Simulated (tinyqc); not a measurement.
# Off-state leakage of single and stacked transistors: subthreshold current against the height of the stack

n-channel devices of unit width. Subthreshold current I(Vg, Vs, Vd) = I0 (T/300 K)^0.5 exp[(Vg - Vs - VT(T) - gb (Vs - Vb) + dd (Vd - Vs))/(nf Vt)] (1 - exp(-(Vd - Vs)/Vt)), VT(T) = VT - cT (T - 300 K). Gate-edge tunnelling Ig (Vd/1 V) exp(ag (Vd - 1 V)), for a gate at 0 V, and band-to-band leakage Ab u exp(-Bb/u), u = Vd - Vb + 1 V, flow at a drain held at V; both are taken as independent of T. In a stack of off transistors (all gates at 0 V) the same subthreshold current passes through each.

All n gates at 0 V, bottom source at 0 V, top drain at V; node voltages follow from equal currents.

Values chosen for this exercise; values of the order met in bulk silicon logic transistors:

| symbol | value | unit | meaning |
|---|---|---|---|
| T | 300 | K | temperature |
| V | 0.9 | V | supply voltage |
| VT | 0.46 | V | threshold at 300 K, zero drain and body bias |
| cT | 0.6 | mV/K | fall of the threshold with temperature |
| I0 | 0.24 | uA/um | current at threshold at 300 K |
| nf | 1.29 |  | slope factor |
| dd | 0.07 |  | drain-induced lowering per volt |
| gb | 0.2 |  | rise of the threshold per volt of source-body bias |
| Vb | 0 | V | body voltage |

Constants: q = 1.602176634e-19 C, kB = 1.380649e-23 J/K, Vt = kB T/q. Results are converted to the units shown.

Subthreshold current against the height of the stack:
```
n	I (nA/um)	reduction factor	drain voltage of the bottom device (mV)	source voltage of the top device (mV)	voltage across the top device (V)
1	0.001623	1.000	900.0	0	0.9000
2	2.347e-4	6.915	50.78	50.78	0.8492
3	1.246e-4	13.02	17.40	67.39	0.8326
4	8.475e-5	19.14	10.66	77.52	0.8225
5	6.418e-5	25.28	7.694	84.82	0.8152
6	5.164e-5	31.42	6.023	90.53	0.8095
```

Read the table: what changes, and by how much?

The second transistor cuts the current by a factor of 6.91, the third by a further 1.88 and the sixth by 1.24. The top device keeps 89.9 % of the supply at n = 6, while the drain voltage of the bottom one falls to 0.233 Vt.

Numbers from tinyqc (`OMP_NUM_THREADS=1 python tinyqc.py 2242038 2242039 out.jsonl`; about 0.03 s on one thread of a shared Intel Xeon 2.30GHz).
